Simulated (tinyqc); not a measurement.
Changing the bath temperature T2: precursor delivery by bubblers, mass-transport growth and the solid composition of a III-V alloy. Computed by tinyqc, a small Python program. Command: `OMP_NUM_THREADS=1 python tinyqc.py 3019141 3019142 out.jsonl movpe_thermo sweep`. One thread of a shared host (Intel(R) Xeon(R) Processor @ 2.30GHz), about 0.02 s of CPU time with the checks.

1 sccm = 44.615 micromol/min; 1 torr = 133.322 Pa. The sources decompose fully at the surface.

Inputs (values chosen for the exercise, modelled on triethylgallium (source 1) and trimethylindium (source 2) for the vapour pressures):

| quantity | value | unit |
|---|---|---|
| bath temperature T1 | 284 | K |
| bubbler pressure p_b | 760 | torr |
| carrier flow F1 | 71 | sccm |
| carrier flow F2 | 48 | sccm |
| total flow F_t | 8.2 | slm |
| group-V flow F_V | 180 | sccm |
| reactor pressure p | 40 | torr |
| growth temperature T | 860 | K |
| diffusivity at 273 K and 760 torr | 0.44 | cm^2/s |
| flow cross-section A | 55 | cm^2 |
| distance from the leading edge z | 4.2 | cm |
| lattice constant a | 5.79 | angstrom |
| interaction L0 of the solid | 13.1 | kJ/mol |
| log10 of p_B,eq over pure BC at 1000 K and 1 torr of group V (exaggerated: liquid indium has about -4.1) | -3.9 | log10 torr |
| enthalpy of that equilibrium H | 366 | kJ/mol |

Alloy: mixing on the group-III sites, with desorption of B.

constants a, b of source 1 (log10 torr, K): 8.096  2162

constants a, b of source 2 (log10 torr, K): 10.5  3014

Constants: k_B = 1.380649e-23 J/K; R = 8.314462618 J/(mol K).

Method:
- log10 p_v = a - b/T_bath; molar flow = F x 44.615 x p_v/(p_b - p_v) for a saturated bubbler.
- p_i = p n_i/(44615 F_t), F_t in slm; p_V = p F_V/(1000 F_t), counted per molecule supplied; V/III = 44.615 F_V/(n1 + n2); vapour fraction of source 2 = n2/(n1 + n2).
- Mean velocity u = (F_t/A)(760/p)(T/273); D = D0 (T/273)^1.75 (760/p); boundary layer delta = sqrt(pi D z/u); flux = D dp/(delta k_B T); growth rate = flux x a^3/4.
- A sticks fully. B desorbs: its surface pressure is p_B* = x gamma_B K/sqrt(p_V), ln gamma_B = L0 (1 - x)^2/(R T), K = 10^(log10 K at 1000 K) exp[-(H/R)(1/T - 1/1000)], p_V in torr. With equal diffusivities x = (p_2 - p_B*)/(p_1 + p_2 - p_B*). Growth rate = rate per torr x p_1/(1 - x).

One run for each value:

| bath temperature T2 (K) | vapour pressure 2 (torr) | molar flow 2 (micromol/min) | vapour fraction of source 2 | solid fraction x |
|---|---|---|---|---|
| 289 | 1.177 | 3.323 | 0.20693 | 0.20690 |
| 294 | 1.771 | 5.003 | 0.28205 | 0.28202 |
| 299 | 2.629 | 7.433 | 0.36855 | 0.36853 |
| 304 | 3.851 | 10.905 | 0.46131 | 0.46129 |
| 309 | 5.571 | 15.815 | 0.55394 | 0.55393 |
| 314 | 7.967 | 22.686 | 0.64047 | 0.64046 |
| 319 | 11.265 | 32.219 | 0.71672 | 0.71671 |
| 324 | 15.759 | 45.346 | 0.78074 | 0.78074 |

Describe the trends.

Over the rows, vapour pressure 2 (torr) rises from 1.18 to 15.8 (exponent d ln y / d ln x 24 between the first rows and 22 between the last); molar flow 2 (micromol/min) rises from 3.32 to 45.3 (exponent d ln y / d ln x 24 between the first rows and 22 between the last); vapour fraction of source 2 rises from 0.207 to 0.781 (exponent d ln y / d ln x 18 between the first rows and 5.5 between the last).

Caution (all rows): the boundary layer is a quarter or more of the root of the cross-section, so it fills much of the channel and depletion along the flow matters.

Extremes, crossings and ranges named in words are read from the listed rows.
